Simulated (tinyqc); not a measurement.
# From one set of inputs to another, one input at a time

Model: atomic layer deposition: Langmuir saturation, growth per cycle and coating of deep features. Computed by tinyqc, a small Python program. Command: `OMP_NUM_THREADS=1 python tinyqc.py 3011652 3011653 out.jsonl ald ladder`. One thread of a shared host (Intel(R) Xeon(R) Processor @ 2.30GHz), about 0.06 s of CPU time with the checks.

Precursor A sticks only on free sites, so a long enough pulse saturates; co-reactant B then frees the sites again.

The inputs printed are set A. Set A is modelled on zinc oxide from diethylzinc and water; the values taken over come from a set modelled on aluminium oxide from trimethylaluminium and water. Inputs not listed in the table keep their values of set A, so the rows need not describe a real material.

Inputs (values chosen for the exercise, modelled on zinc oxide from diethylzinc and water):

| quantity | value | unit |
|---|---|---|
| precursor mass M | 124 | u |
| site density q | 7.2 | 1/nm^2 |
| growth per cycle at saturation G | 1.8 | angstrom |
| sticking probability beta on free sites | 0.07 | - |
| precursor pressure p | 2.1 | Pa |
| temperature T | 250 | C |
| pulse time t | 0.021 | s |
| co-reactant completion per pulse c_B | 0.99 | - |
| desorption energy E_d | 1.49 | eV |
| purge time t_p | 6.1 | s |
| aspect ratio a | 130 | - |

Feature: round hole.

Constants: u = 1.6605390666e-27 kg; k_B = 1.380649e-23 J/K; k_B = 8.617333262e-05 eV/K.

Method:
- Wall flux F = p/sqrt(2 pi M k_B T); rate of filling k_a = beta F/q; desorption k_d = 1e13 exp(-E_d/(k_B T)) per second. 1/m^2 = 1e-18/nm^2.
- Temperatures in kelvin are T(C) + 273.15.
- One cycle from coverage th0: pulse A gives th1 = th_s + (th0 - th_s) exp(-(k_a + k_d) t), th_s = k_a/(k_a + k_d); the purge leaves th2 = th1 exp(-k_d t_p); pulse B converts c_B th2 into film and leaves th3 = (1 - c_B) th2. Growth = G c_B th2.
- The periodic state has th0 = th3: th0 = (1 - c_B) e_p th_s (1 - e_a)/(1 - (1 - c_B) e_p e_a), with e_a = exp(-(k_a + k_d) t), e_p = exp(-k_d t_p).
- Share of impinging molecules used = q (th1 - th0)/(F t).
- Diffusion-limited filling (Gordon) of a round hole of diameter w: a saturation front at depth z needs dz/dt = D_K n/(z (4q/w)), with Knudsen D_K = w c/3 and F = n c/4; including the entrance and floor terms, t = (q/F)(1 + 19a/4 + 3a^2/2). Reaction-limited filling needs ln(100)/k_a at any depth, k_a = beta F/q. Flow is molecular. The front picture holds when the modulus a sqrt(beta) is well above 1.
- Depth reached by the given pulse: solve the same formula for a. Exposure = p x diffusion-limited time; 1 langmuir = 1.33322e-4 Pa s.

Each row keeps all changes above it:

| input moved | from | to | growth per cycle (angstrom) | diffusion-limited time (s) | share of impinging molecules used |
|---|---|---|---|---|---|
| set A | - | - | 1.344 | 8.607e+00 | 1.547e-02 |
| purge time t_p (s) | 6.1 | 4.9 | 1.417 | 8.607e+00 | 1.547e-02 |
| pulse time t (s) | 0.021 | 1.8 | 1.434 | 8.607e+00 | 1.826e-04 |
| aspect ratio a | 130 | 5.8 | 1.434 | 2.619e-02 | 1.826e-04 |
| sticking probability beta on free sites | 0.07 | 0.00033 | 1.164 | 2.619e-02 | 1.482e-04 |
| precursor pressure p (Pa) | 2.1 | 13 | 1.424 | 4.230e-03 | 2.929e-05 |
| site density q (1/nm^2) | 7.2 | 4.7 | 1.428 | 2.761e-03 | 1.917e-05 |
| temperature T (C) | 250 | 225 | 1.708 | 2.695e-03 | 1.875e-05 |

Where does the difference come from?

Growth per cycle goes from 1.34 to 1.71, a factor 1.27 in all. The largest single move comes from sticking probability beta on free sites (a factor 0.811), but it runs against the net change; the largest move in the direction of the net change is precursor pressure p (a factor 1.22). Diffusion-limited time goes from 8.61 to 0.00269, a factor 3.13e-4 in all. The largest single move comes from aspect ratio a (a factor 0.00304). Share of impinging molecules used goes from 0.0155 to 1.87e-5, a factor 0.00121 in all. The largest single move comes from pulse time t (a factor 0.0118). The single moves hold for this order of the switches; the total does not depend on the order.

Caution (rows set A, purge time t_p, pulse time t): desorption over the filling time (k_d t above 0.1) is ignored by the Gordon estimate. Caution (rows aspect ratio a, sticking probability beta on free sites, precursor pressure p, site density q, temperature T): the modulus is not well above 1 or the Gordon time is under three times ln(100)/k_a, so there is no sharp front: the Gordon time is only a lower bound and the reaction time must be met as well.

Extremes, crossings and ranges named in words are read from the listed rows.
